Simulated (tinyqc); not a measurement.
Mean-field antiferromagnet of the Hubbard model on the square lattice, step by step. Values are carried at full precision from step to step, so a last printed digit may differ when a step is redone from the rounded ones.

e(k) = -2 t (cx + cy) - 4 t2 cx cy, ci = cos ki; one electron a site; Q = (pi, pi). <n_up - n_dn> = m cos(Q.R) gives Delta = U m/2 and bands E = e+ -/+ sqrt(e-^2 + Delta^2), e+- = (e(k) +- e(k + Q))/2 (the constant U/2 is dropped). Means run over the mesh k_i = 2 pi (j + 1/2)/N of the whole zone: mu from mean(f(E-) + f(E+)) = 1; m(out) = mean of Delta (f(E-) - f(E+))/sqrt(e-^2 + Delta^2); free energy per site F = -kT mean[ln(1 + exp(-(E- - mu)/kT)) + ln(1 + exp(-(E+ - mu)/kT))] + mu + U m^2/4. Order at T > 0 in two dimensions is an artefact of mean field.

Constants: kB = 8.617333262e-05 eV/K.

Inputs chosen for the exercise:
```
symbol  value  unit  meaning
t       1.16   eV    nearest hopping
t2      0      eV    second hopping
N       6            mesh
U       4.47   eV    on-site repulsion
m0      0.13         starting staggered moment
T       600    K
```

## Folded levels on the mesh

Collect the points with equal |e-| and e+.

Classes of points:
```
|e-| (eV)  e+ (eV)  points
0.00000    0.00000      12
2.00918    0.00000      16
4.01836    0.00000       8
```

## One mean-field step

From m = m0 form Delta, the two bands of each class and m(out).

Delta = 0.2905 eV

E-, E+ and Delta/sqrt(e-^2 + Delta^2) of each class:
```
|e-| (eV)  E- (eV)  E+ (eV)  Delta/sqrt(e-^2 + Delta^2)
0.0000     -0.2905   0.2905                      1.0000
2.0092     -2.0301   2.0301                      0.1431
4.0184     -4.0288   4.0288                      0.0721
```

m(out) = 0.4106

m(out) is above m0, so the next step starts from a larger moment.

## Self-consistency

Repeat with m = m(out) until |m(out) - m| < 1e-8; F(0) is the free energy at m = 0.

Iterations:
```
step         m  Delta (eV)    m(out)     F (eV)
1     0.130000     0.29055  0.410561  -1.875646
2     0.410561     0.91760  0.567441  -2.015145
3     0.567441     1.26823  0.637450  -2.055292
4     0.637450     1.42470  0.664673  -2.062930
5     0.664673     1.48554  0.674621  -2.064063
6     0.674621     1.50778  0.678169  -2.064213
7     0.678169     1.51571  0.679424  -2.064232
8     0.679424     1.51851  0.679866  -2.064234
14    0.680105     1.52003  0.680106  -2.064234
15    0.680106     1.52004  0.680106  -2.064234
16    0.680106     1.52004  0.680106  -2.064234
17    0.680106     1.52004  0.680106  -2.064234
18    0.680106     1.52004  0.680106  -2.064234
19    0.680106     1.52004  0.680106  -2.064234
```

m = 0.6801
Delta = 1.5200 eV
lowest E+ minus highest E- on the mesh = 3.0401 eV
F - F(0) = -254.41 meV

Converged in 19 steps. The ordered state lies 254.41 meV a site below the paramagnet and is an insulator on this mesh. A mesh of N = 48 gives m = 0.676 and F - F(0) = -181.9 meV.

## Checks

- Energy gain at U = 400 t against the exchange limit -z t^2/U a site (z neighbours), counted from -U/4 (eV): both -0.0116.

Run: tinyqc, `OMP_NUM_THREADS=1 python tinyqc.py 1650472 1650473 out.jsonl`; Intel(R) Xeon(R) Processor @ 2.30GHz, one thread, shared host; about 0.2 s of CPU time with all checks.
